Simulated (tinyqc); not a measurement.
# A clean chain and dephasing by Buettiker voltage probes: what changes with what

Sites 1 to 6 form a chain with hopping -t. Lead L joins site 1 and lead R site 6, both semi-infinite chains with hopping -t and site energy 0. Every site carries a probe with self-energy -i Gamma_p/2 that draws no net current. Linear response at zero temperature: mu_L = 1, mu_R = 0 in units of the bias.

Inputs (values chosen for the exercise):
```
symbol               value  unit                      meaning
t                        1    eV  hopping (matrix element -t)
U       [0, 0, 0, 0, 0, 0]    eV         site energies 1 to N
E                    -1.58    eV                 Fermi energy
gp                     0.3    eV     probe broadening Gamma_p
```

Constants: q = 1.602176634e-19 C, h = 6.62607015e-34 J s. Results are converted to the units shown.

Each table varies one quantity; the others keep the values above.

## Effect of the dephasing strength

Sigma = t^2 g(E), g(x) = (x - i sqrt(4 t^2 - x^2))/(2 t^2) for |x| < 2 t and (x - sign(x) sqrt(x^2 - 4 t^2))/(2 t^2) otherwise; Gamma = -2 Im Sigma; G = (E - H - Sigma_L - Sigma_R + i Gamma_p/2)^(-1). With Gamma the broadening by one lead, T_RL = Gamma^2 |G_(6,1)|^2, T_pL = Gamma Gamma_p |G_(p,1)|^2, T_pR = Gamma Gamma_p |G_(p,6)|^2, T_pq = Gamma_p^2 |G_(p,q)|^2 for p != q. No current into probe p: W mu = T_pL with W_pp = T_pL + T_pR + sum_q T_pq and W_pq = -T_pq. Then T_eff = T_RL + sum_p T_pR mu_p, and the resistance is (h/2q^2)/T_eff. Without probes means Gamma_p = 0.

Result of one run:

| gp (eV) | T_RL | through probes | T_eff | resistance (kohm) |
|---|---|---|---|---|
| 1 | 0.014096 | 0.25799 | 0.27209 | 47.435 |

What becomes of these results when the probe broadening Gamma_p gp is changed from 1 to 0.032 eV, all else the same?

Result of the changed run:

| gp (eV) | T_RL | through probes | T_eff | resistance (kohm) |
|---|---|---|---|---|
| 0.032 | 0.85529 | 0.072092 | 0.92738 | 13.917 |

The whole series:

| gp (eV) | T_RL | through probes | T_eff | resistance (kohm) |
|---|---|---|---|---|
| 0.01 | 0.95227 | 0.023848 | 0.97612 | 13.222 |
| 0.018 | 0.91576 | 0.042052 | 0.95782 | 13.475 |
| 0.032 | 0.85529 | 0.072092 | 0.92738 | 13.917 |
| 0.056 | 0.76096 | 0.11846 | 0.87942 | 14.676 |
| 0.1 | 0.61486 | 0.18818 | 0.80305 | 16.072 |
| 0.18 | 0.41918 | 0.27346 | 0.69264 | 18.634 |
| 0.32 | 0.21848 | 0.33721 | 0.55569 | 23.226 |
| 0.56 | 0.076619 | 0.33361 | 0.41023 | 31.461 |
| 1 | 0.014096 | 0.25799 | 0.27209 | 47.435 |
| 1.8 | 0.0011396 | 0.16463 | 0.16577 | 77.860 |

Without probes the transmission is 1.00. T_eff falls from 0.976 to 0.166; the direct part falls from 0.952 to 0.00114 and the part through probes goes from 0.0238 through a maximum of 0.337 (at gp = 0.32 eV among the rows listed) to 0.165. At this energy dephasing lowers T_eff from the start: the probes give back less than the direct part loses.

## Resistance against length

With Gamma the broadening by one lead, T_RL = Gamma^2 |G_(last,1)|^2, T_pL = Gamma Gamma_p |G_(p,1)|^2, T_pR = Gamma Gamma_p |G_(p,last)|^2, T_pq = Gamma_p^2 |G_(p,q)|^2 for p != q. The list U is repeated k times, each site with its probe.

The same in every row: T without probes = 1.000.

Result of one run:

| k | sites | T_eff | resistance (kohm) |
|---|---|---|---|
| 1 | 6 | 0.5721 | 22.56 |

What becomes of these results when the number of repeats k is changed from 1 to 4, all else the same?

Result of the changed run:

| k | sites | T_eff | resistance (kohm) |
|---|---|---|---|
| 4 | 24 | 0.2506 | 51.51 |

The whole series:

| k | sites | T_eff | resistance (kohm) |
|---|---|---|---|
| 1 | 6 | 0.5721 | 22.56 |
| 2 | 12 | 0.4011 | 32.18 |
| 3 | 18 | 0.3083 | 41.86 |
| 4 | 24 | 0.2506 | 51.51 |
| 6 | 36 | 0.1823 | 70.80 |
| 8 | 48 | 0.1433 | 90.09 |
| 12 | 72 | 0.1003 | 128.7 |
| 16 | 96 | 0.07716 | 167.3 |

The resistance rises from 22.6 to 167 kohm, by 1.61 kohm a site between k = 8 and 12 and 1.61 between 12 and 16: Ohm's law, R = R0 + rho N with the extrapolated intercept R0 = 12.9 kohm (h/2q^2 = 12.91 kohm) and a back-scattering length (h/2q^2)/rho of 8.03 sites.

## Coherent and dephased transmission against energy

Same model as above.

The same in every row: T without probes = 1.0000.

Coherent and dephased transmission against energy:

| E (eV) | T_eff |
|---|---|
| -1.8 | 0.47855 |
| -1.5 | 0.59250 |
| -1.2 | 0.63806 |
| -0.9 | 0.66337 |
| -0.6 | 0.67897 |
| -0.3 | 0.68643 |
| 0 | 0.68828 |
| 0.3 | 0.68643 |
| 0.6 | 0.67897 |
| 0.9 | 0.66337 |
| 1.2 | 0.63806 |
| 1.5 | 0.59250 |
| 1.8 | 0.47855 |

Read the table: what changes, and by how much?

Without probes T is 1.00 in every row, with them between 0.479 and 0.688. The probes lower it in 13 rows and raise it in 0.

Computed by the program tinyqc: `OMP_NUM_THREADS=1 python tinyqc.py 2700018 2700019 out.jsonl`, one thread of a shared Intel Xeon 2.30GHz, about 0.01 s for the whole run.
